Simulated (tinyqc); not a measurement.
Capillary instabilities by surface diffusion: grooving and agglomeration of films, edge retraction, wire break-up and smoothing of roughness: one step, computed by the program tinyqc. Command: `OMP_NUM_THREADS=1 python tinyqc.py 3005899 3005900 out.jsonl dewet walk`. One thread of a shared host (Intel(R) Xeon(R) Processor @ 2.30GHz), about 0.01 s of CPU time with the checks.

Isotropic surface energy; shapes change by surface diffusion alone.

Question. Break-up of a free wire. A wire with r + A cos(k z) has dA/dt = (B/r^4) (kr)^2 [1 - (kr)^2] A: unstable for wavelengths above 2 pi r, fastest at kr = 1/sqrt 2 with the rate B/(4 r^4); break-up time about (4 r^4/B) ln(r/A0); each wavelength makes a sphere of radius (3 r^2 lambda_m/4)^(1/3).

Inputs (values chosen for the exercise, for a model film):
```
quantity                    value  unit
temperature T                 758     K
time t                         32     s
wire radius r                  14    nm
initial ripple over radius   0.05     -
```

B = 6.985070e+07 nm^4/s

Give: fastest wavelength; break-up time; radius of the spheres; t over the break-up time.

Answer.

fastest wavelength = 124.4 nm

break-up time = 0.006590 s

radius of the spheres = 26.35 nm

t over the break-up time = 4856

The wire breaks up within t. Caution: faceting can stabilise wires along low-index directions.
